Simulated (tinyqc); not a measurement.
Changing the test area A: time-dependent dielectric breakdown: cell percolation, Weibull statistics, area scaling and voltage extrapolation. Computed by tinyqc, a small Python program. Command: `OMP_NUM_THREADS=1 python tinyqc.py 3021418 3021419 out.jsonl tddb sweep`. One thread of a shared host (Intel(R) Xeon(R) Processor @ 2.30GHz), about 0.01 s of CPU time with the checks.

The oxide is divided into columns of area a^2, each holding m = t_ox/a cells (m is taken as continuous). A share lambda(t) = (t/t_1)^alpha of the cells is defective, and a column whose cells are all defective breaks down.

Inputs (values chosen for the exercise, for a model gate oxide):
```
quantity                                            value  unit
oxide thickness t_ox                                  4.2    nm
defect cell size a                                    1.3    nm
exponent alpha of defect growth                      0.88     -
time t_1 at which the occupied share would reach 1   7500     s
```

Method. Failure fraction F = 1 - (1 - lambda^m)^N with N = A/a^2 columns, which for small lambda^m is 1 - exp(-(t/t63)^beta) with beta = alpha m and t63 = t_1 N^(-1/beta); critical share lambda(t63) = N^(-1/m). 1 um^2 = 1e6 nm^2.

One run for each value:
```
test area A (um^2)  characteristic life t63 (s)  critical share of defective cells
0.001                                7.9437e+02                            0.13866
0.01                                 3.5342e+02                            0.06799
0.1                                  1.5724e+02                            0.03334
1                                    6.9956e+01                            0.01635
10                                   3.1124e+01                            0.00801
100                                  1.3847e+01                            0.00393
1000                                 6.1607e+00                            0.00193
10000                                2.7409e+00                            0.00094
100000                               1.2195e+00                            0.00046
```

Over the rows, characteristic life t63 (s) falls from 794 to 1.22 (exponent d ln y / d ln x about -0.35 throughout); critical share of defective cells falls from 0.139 to 4.63e-4 (exponent d ln y / d ln x about -0.31 throughout). The exponent of t63 is -1/beta = -0.352, which is how area scaling measures beta.

Caution (all rows): t_1 is an input here; in a real oxide it changes with thickness at fixed voltage.
